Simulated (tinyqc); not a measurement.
Double-gate transistor below threshold, two-dimensional Poisson equation on a small mesh: two steps of the calculation.

Half of a symmetric double-gate structure: row 0 is the mid-plane of the body, where the normal field vanishes. Mobile charge is neglected (subthreshold), the body is fully depleted, and potentials are counted from the intrinsic level; rows run upward to the gate, columns from source to drain.

Inputs (values chosen for the exercise):
- T = 250 K (temperature)
- Vbi = 0.51 V (potential of the source)

Constants: q = 1.602176634e-19 C, kB = 1.380649e-23 J/K, Vt = kB T/q. Results are converted to the units shown.

Question 1. Over-relaxation sweep (omega = 1.5). Free nodes: rows 0..3, columns 1..5, taken row by row from row 0, left to right. t = (up psi(above) + dn psi(below) + lat [psi(left) + psi(right)] + s)/(up + dn + 2 lat), with the newest neighbours; psi(new) = psi + 1.5 (t - psi).

psi at the start (fixed values on the edges, free nodes at the gate value) (V):
```
             j=0        j=1        j=2        j=3        j=4        j=5        j=6
row 0  0.5100000  0.1100000  0.1100000  0.1100000  0.1100000  0.1100000  1.2100000
row 1  0.5100000  0.1100000  0.1100000  0.1100000  0.1100000  0.1100000  1.2100000
row 2  0.5100000  0.1100000  0.1100000  0.1100000  0.1100000  0.1100000  1.2100000
row 3  0.5100000  0.1100000  0.1100000  0.1100000  0.1100000  0.1100000  1.2100000
row 4  0.1100000  0.1100000  0.1100000  0.1100000  0.1100000  0.1100000  0.1100000
```

```
row         up  dn    lat         s (V)
0           45   0    1.6  -0.092285154
1           45  45    3.2   -0.18457031
2           45  45    3.2   -0.18457031
3    24.375000  45  1.912  -0.092285154
```

Wanted: psi after iteration 1.

Answer 1.

psi after iteration 1 (V):
```
          j=0     j=1     j=2     j=3     j=4     j=5     j=6
row 0  0.5100  0.1270  0.1080  0.1070  0.1070  0.1617  1.2100
row 1  0.5100  0.1390  0.1072  0.1049  0.1048  0.1979  1.2100
row 2  0.5100  0.1473  0.1070  0.1034  0.1031  0.2231  1.2100
row 3  0.5100  0.1582  0.1072  0.1019  0.1015  0.2552  1.2100
row 4  0.1100  0.1100  0.1100  0.1100  0.1100  0.1100  0.1100
```

Question 2. Barrier, swing and barrier lowering. The barrier is read along row 0, the path farthest from the gate. Take the node j of lowest psi: barrier Vbi - psi_j; swing Vt ln 10/(d psi_j/dVg); DIBL = (d psi_j/dVd)/(d psi_j/dVg). The derivatives solve the same equations with s = 0 and a unit change of that voltage.

converged psi (V):
```
             j=0        j=1        j=2        j=3        j=4        j=5        j=6
row 0  0.5100000  0.2233006  0.1273279  0.1207940  0.1960513  0.4639462  1.2100000
row 1  0.5100000  0.2185700  0.1261986  0.1199367  0.1912528  0.4489958  1.2100000
row 2  0.5100000  0.2037857  0.1230475  0.1176642  0.1772987  0.4023594  1.2100000
row 3  0.5100000  0.1770691  0.1186395  0.1148699  0.1556826  0.3183968  1.2100000
row 4  0.1100000  0.1100000  0.1100000  0.1100000  0.1100000  0.1100000  0.1100000
```

d psi/dVg on row 0: j=0 0.00000000, j=1 0.65064325, j=2 0.88181692, j=3 0.93385202, j=4 0.88181692, j=5 0.65064325, j=6 0.00000000
d psi/dVd on row 0: j=0 0.0000000, j=1 0.0027887, j=2 0.0100034, j=3 0.0330740, j=4 0.1081797, j=5 0.3465681, j=6 1.0000000

Give: j; barrier; swing; DIBL.

Answer 2.

j = 3
barrier = 0.38921 V
swing = 53.119 mV/decade
DIBL = 35.417 mV/V

Numbers from tinyqc (`OMP_NUM_THREADS=1 python tinyqc.py 2480090 2480091 out.jsonl`; about 0.1 s on one thread of a shared Intel Xeon 2.30GHz).
